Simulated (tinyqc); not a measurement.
The choice of windows: band offset from the macroscopic average of a supercell potential.

A model of the planar-averaged electrostatic energy of an electron in a periodic cell of N1 periods of A (L1 = N1 n1 h) and N2 periods of B (L2 = N2 n2 h), on z_j = j h: V(z) = f VA + (1 - f) VB + F t(z), VA = V1[0] + V1[1] cos(2 pi z/(n1 h)) + V1[2] cos(4 pi z/(n1 h)), VB the same with V2, n2 and z - L1. f = [tanh(z/w) - tanh((z - L1)/w) + tanh((z - L1 - L2)/w)]/2 + 1/2; t(z) = z - L1/2 in A and (L1/L2)(L1 + L2/2 - z) beyond, so that the cell is periodic.

Running mean over n points, periodic: for odd n the plain mean of the n points centred on j; for even n the n + 1 points with half weight at both ends. The macroscopic average applies the mean over n1 points and then over n2 points.

Parameters, chosen for this exercise (gaps near those of GaAs and AlAs; not measured data): h = 0.3 angstrom (grid step); n1 = 5 (grid points per period of A); n2 = 7 (grid points per period of B); N1 = 4 (periods of A); N2 = 5 (periods of B); V1 = (-9.96, 2.08, -0.34) eV (mean and two harmonics of the potential in A); V2 = (-5.53, 2.09, -0.89) eV (the same in B); w = 0.31 angstrom (width of the interfaces); F = 0 eV/angstrom (slope in A from opposite charges on the two interfaces).

dV read at j = 10 and 37 after means over the numbers of points listed; ripple is the spread over the five points around each.

Results:
```
windows  dV (eV)  ripple in A (meV)  ripple in B (meV)
none       0.252               3528               3939
5 only     3.890                  0                960
7 only     4.941                891                  0
6 only     4.503                519                400
6, 8       4.420                 79                 60
5, 7       4.430                  0                  0
```

Which rows can be used, and how does a wrong window show?

The last row matches both periods and lies 0 meV from the value of a thick cell, V2[0] - V1[0] = 4.430 eV. Against it the raw potential errs by -4.18 eV. Within 20 meV of it lie: 6, 8. A window one point too long leaves a ripple of 519 meV in A, against 0 meV in the last row: the ripple is the sign to look for. Rows to use, with under 30 meV of ripple in both regions once the tilt is taken off: 5, 7. A row with a large ripple can hit the right value only by chance.

Computed by tinyqc, a small Python program: `OMP_NUM_THREADS=1 python tinyqc.py 1880796 1880797 out.jsonl` (the numbers bound the seed that draws the inputs); one thread of a shared host (Intel(R) Xeon(R) Processor @ 2.30GHz), about 0.01 s for the whole set of steps.
